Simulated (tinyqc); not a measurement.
Grain-boundary trapping model (Seto) of a polycrystalline semiconductor film: one step, computed by the program tinyqc. Command: `OMP_NUM_THREADS=1 python tinyqc.py 3029034 3029035 out.jsonl poly walk`. One thread of a shared host (Intel(R) Xeon(R) Processor @ 2.30GHz), about 0.01 s of CPU time with the checks.

Grains of equal size L are joined by thin boundaries with one trap level. Trapped carriers deplete a width W on each side and raise a barrier, crossed by thermionic emission. Dopants are fully ionised, statistics are non-degenerate and mu_g does not depend on T.

Task: Resistivity and effective mobility. Boundary: sigma_b = L e^2 n_0 exp(-e V_B/k_B T)/sqrt(2 pi m k_B T); drift through the grain, depleted parts included: rho_g = [(1 - 2W/L) + (2W/L) int_0^1 exp(y^2 s^2) ds]/(e n_0 mu_g); rho = 1/sigma_b + rho_g. Mean carrier density n_av = n_0 [(1 - 2W/L) + (2W/L) (sqrt(pi)/2) erf(y)/y], y = sqrt(e V_B/k_B T); effective mobility 1/(e n_av rho).

Inputs (values chosen for the exercise, modelled on polycrystalline germanium): effective mass m = 0.2 m_0; grain size L = 190 nm; doping N = 8.5e+17 1/cm^3; mobility inside the grains mu_g = 560 cm^2/(V s); temperature T = 200 K.

Grain interior: resistance included.

depletion width W = 3.588183 nm

barrier V_B = 0.006188421 V

E_F = -0.02376437 eV

centre density n_0 = 8.50e+17 1/cm^3

Constants: k_B = 8.617333262e-05 eV/K; m_0 = 9.1093837015e-31 kg; k_B = 1.380649e-23 J/K; e = 1.602176634e-19 C.

Give: boundary resistivity; drift resistivity rho_g; resistivity rho; mean carrier density; effective mobility.

Result:

boundary resistivity = 0.001942 ohm cm

drift resistivity rho_g = 0.01318 ohm cm

resistivity rho = 0.01512 ohm cm

mean carrier density = 8.465e+17 1/cm^3

effective mobility = 487.6 cm^2/(V s)

A single crystal with the same N and mu_g would have 0.0131 ohm cm, a factor 1.15 lower. Caution: E_F is within 2 k_B T of the band edge, so non-degenerate statistics fail, and tunnelling through so thin a barrier adds to the current. Caution: e V_B is below 2 k_B T, where the depletion approximation fails and the mean density does not balance the trapped charge.
